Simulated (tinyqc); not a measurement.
Empirical pseudopotential in a few plane waves, step by step. One step of it, computed by the program tinyqc.

Task: Bloch Hamiltonian at G. Basis: the 15 shortest G (labels in 2 pi/a), the same at every k. H(G,G') = c |k + G|^2 delta + VS(|G-G'|^2) cos((G-G').tau) + i VA sin((G-G').tau), tau = a/8 (1,1,1); 1 Ry = 13.605693 eV.

Parameters chosen for this model: fcc lattice, atoms at +/- a/8 (1,1,1); form factors in rydberg at |G|^2 in units of (2 pi/a)^2:

| parameter | value | unit |
|---|---|---|
| a | 5.470000 | angstrom |
| VS(3) | -0.248000 | Ry |
| VS(8) | 0.011000 | Ry |
| VS(11) | 0.068000 | Ry |
| VA(3) | 0 | Ry |
| VA(4) | 0 | Ry |
| VA(11) | 0 | Ry |
| hbar^2/2m (2 pi/a)^2 | 5.026990 | eV |

k point G (2 pi / a): 0  0  0

Give: H(k) at G.

Result:

H(k) at G (eV), lower triangle:
```
        +0+0+0  -1-1-1  -1-1+1  -1+1-1  -1+1+1  +1-1-1  +1-1+1  +1+1-1
+0+0+0   0.000
-1-1-1   2.386  15.081
-1-1+1  -2.386   0.000  15.081
-1+1-1  -2.386   0.000   0.150  15.081
-1+1+1  -2.386  -0.150   0.000   0.000  15.081
+1-1-1  -2.386   0.000   0.150   0.150   0.000  15.081
+1-1+1  -2.386  -0.150   0.000   0.000   0.150   0.000  15.081
+1+1-1  -2.386  -0.150   0.000   0.000   0.150   0.000   0.150  15.081
+1+1+1   2.386   0.000  -0.150  -0.150   0.000  -0.150   0.000   0.000
-2+0+0   0.000  -2.386  -2.386  -2.386   2.386   0.654  -0.654  -0.654
+0-2+0   0.000  -2.386  -2.386   0.654  -0.654  -2.386   2.386  -0.654
+0+0-2   0.000  -2.386   0.654  -2.386  -0.654  -2.386  -0.654   2.386
+0+0+2   0.000  -0.654   2.386  -0.654  -2.386  -0.654  -2.386   0.654
+0+2+0   0.000  -0.654  -0.654   2.386  -2.386  -0.654   0.654  -2.386
+2+0+0   0.000  -0.654  -0.654  -0.654   0.654   2.386  -2.386  -2.386

        +1+1+1  -2+0+0  +0-2+0  +0+0-2  +0+0+2  +0+2+0  +2+0+0
+1+1+1  15.081
-2+0+0  -0.654  20.108
+0-2+0  -0.654   0.150  20.108
+0+0-2  -0.654   0.150   0.150  20.108
+0+0+2  -2.386  -0.150  -0.150   0.000  20.108
+0+2+0  -2.386  -0.150   0.000  -0.150   0.150  20.108
+2+0+0  -2.386   0.000  -0.150  -0.150   0.150   0.150  20.108
```
